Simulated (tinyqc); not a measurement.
Comparisons within one model: nanosheet or nanowire with hard walls, valleys of the Si type. A value that a table varies takes the place of the one given here.

Six ellipsoidal valleys along the cube axes: inverse mass tensor w = 1/mt + (1/ml - 1/mt) a a^T with a the unit axis. Device axes: x along the channel, z = [001], y = z x x.

Hard walls around a W x H rectangle. The block w_c of w in (y, z) confines; the transport mass follows from 1/m_x = w_xx - w_xc w_c^-1 w_cx. The cross-section problem c (w_yy ky^2 + 2 w_yz ky kz + w_zz kz^2), c = hbar^2/2m0, is solved in products sin(n pi y/W) sin(l pi z/H), n, l = 1 to 12; if w_yz = 0 the levels are c pi^2 (w_yy n^2/W^2 + w_zz l^2/H^2). The w_yz term couples (n, l) to (n', l') by -2 c w_yz D_nn'(W) D_ll'(H) with D_nm(L) = 4 n m/(L (n^2 - m^2)) for n + m odd and 0 otherwise.

Without degeneracy the line density is N1 exp((EF - Ec)/kB T) with N1 = sum 2 g sqrt(m_x kB T/(4 pi c)) exp(-E/kB T), here over n, l up to 80 where w_yz = 0 and over all levels of a 12 x 12 sine basis otherwise; the classical value is W H Nc with Nc = 2 g_all (m_dos kB T/(4 pi c))^(3/2), m_dos = (ml mt^2)^(1/3); dVt = kB T ln(W H Nc/N1).

Constants: hbar^2/2m0 = 3.80998211 eV angstrom^2; kB = 8.617333262e-05 eV/K.

Values chosen for the exercise (near those of Si; not measured data): ml = 0.902 m0 (longitudinal mass); mt = 0.192 m0 (transverse mass); T = 300 K (temperature); g_all = 6 (number of valleys); channel = 110 (transport direction x on a (001) wafer); H = 36 angstrom (height, along z = [001]); Ws = (30, 40, 60, 90, 140, 220, 350) angstrom (widths); W = 160 angstrom (width, along y).

## From wire to sheet

Valleys:

| group | valleys g | w_yy | w_zz | \|w_yz\| | m_x (m0) |
|---|---|---|---|---|---|
| A | 2 | 5.20833 | 1.10865 | 0.00000 | 0.19200 |
| B | 4 | 3.15849 | 5.20833 | 0.00000 | 0.54700 |

Lowest level of each group (groups ordered by w_zz, then w_yy) and dVt against the width.

Results:

| W (angstrom) | A1 (eV) | B1 (eV) | dVt (mV) |
|---|---|---|---|
| 30 | 0.2498 | 0.2831 | 224.2 |
| 40 | 0.1546 | 0.2253 | 148.2 |
| 60 | 0.0866 | 0.1841 | 93.7 |
| 90 | 0.0563 | 0.1658 | 73.0 |
| 140 | 0.0422 | 0.1572 | 64.0 |
| 220 | 0.0362 | 0.1536 | 59.4 |
| 350 | 0.0338 | 0.1521 | 56.8 |

dVt falls from 224 to 57 mV. Group A is lowest at every width, by 33 meV in the narrowest and 118 meV in the widest. At the widest W the lowest level is 0.0338 eV; the film limit c pi^2 w_zz/H^2 of that group is 0.0322 eV.

## Channel direction

The same rectangle along [100] and [110]; groups ordered by w_zz, then w_yy.

Lowest level of each group:

| channel, group | valleys g | w_yy | w_zz | \|w_yz\| | m_x (m0) | E (eV) |
|---|---|---|---|---|---|---|
| [100] A | 2 | 5.208 | 1.109 | 0.000 | 0.192 | 0.0398 |
| [100] B | 2 | 1.109 | 5.208 | 0.000 | 0.192 | 0.1527 |
| [100] C | 2 | 5.208 | 5.208 | 0.000 | 0.902 | 0.1588 |
| [110] A | 2 | 5.208 | 1.109 | 0.000 | 0.192 | 0.0398 |
| [110] B | 4 | 3.158 | 5.208 | 0.000 | 0.547 | 0.1558 |

The lowest subband has m_x = 0.192 m0 and 2 valleys along [100], and 0.192 m0 and 2 valleys along [110]; its edge lies at 0.0398 and 0.0398 eV. These valleys have their axis along z, so turning the channel in the wafer plane leaves them alone; only the higher groups change.

## What each parameter does

E1 and E2 are the two lowest subband edges over all groups. Each row changes one parameter from the base and keeps the others.

Results:

| case | E1 (eV) | E2 - E1 (meV) | m_x of lowest (m0) | dVt (mV) |
|---|---|---|---|---|
| base | 0.0398 | 23.0 | 0.192 | 62.3 |
| W = 150 angstrom | 0.0409 | 26.1 | 0.192 | 63.1 |
| H = 30 angstrom | 0.0540 | 23.0 | 0.192 | 73.3 |
| T = 270 K | 0.0398 | 23.0 | 0.192 | 59.2 |
| ml = 0.992 m0 | 0.0369 | 23.0 | 0.192 | 60.5 |
| mt = 0.173 m0 | 0.0407 | 25.5 | 0.173 | 63.4 |

The largest shifts from the base row, up to three for each result and ties (the steps differ in size, so this ranks the rows, not the parameters). E1 (eV): H +0.0142, ml -0.0029, W +0.0011; unchanged at the printed digits by T. E2 - E1 (meV): W +3.2, mt +2.5; unchanged at the printed digits by H, T and ml. m_x of lowest (m0): mt -0.019; unchanged at the printed digits by W, H, T and ml. dVt (mV): H +11.0, T -3.1, ml -1.9.

Program tinyqc; command `OMP_NUM_THREADS=1 python tinyqc.py 1251914 1251915 out.jsonl`; about 0.03 s on one thread of a shared Intel(R) Xeon(R) Processor @ 2.30GHz.
